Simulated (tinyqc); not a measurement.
Time-dependent dielectric breakdown: cell percolation, Weibull statistics, area scaling and voltage extrapolation: one step, computed by the program tinyqc.

The oxide is divided into columns of area a^2, each holding m = t_ox/a cells (m is taken as continuous). A share lambda(t) = (t/t_1)^alpha of the cells is defective, and a column whose cells are all defective breaks down.

Question. Weibull parameters from the cell model. Failure fraction F = 1 - (1 - lambda^m)^N with N = A/a^2 columns, which for small lambda^m is 1 - exp(-(t/t63)^beta) with beta = alpha m and t63 = t_1 N^(-1/beta); critical share lambda(t63) = N^(-1/m). 1 um^2 = 1e6 nm^2.

Inputs (values chosen for the exercise, for a model gate oxide):

| quantity | value | unit |
|---|---|---|
| oxide thickness t_ox | 3.7 | nm |
| defect cell size a | 1.4 | nm |
| exponent alpha of defect growth | 0.51 | - |
| time t_1 at which the occupied share would reach 1 | 3.9e+08 | s |
| test area A | 600 | um^2 |

Give: cells per column m; columns N; Weibull slope beta; characteristic life t63; critical share of defective cells.

Answer.

cells per column m = 2.643

columns N = 3.061e+08

Weibull slope beta = 1.348

characteristic life t63 = 197.3 s

critical share of defective cells = 6.153e-04

Times between F = 10 % and 90 % span a factor 9.86: the smaller beta = alpha m, the wider the scatter. Caution: t_1 is an input here; in a real oxide it changes with thickness at fixed voltage.
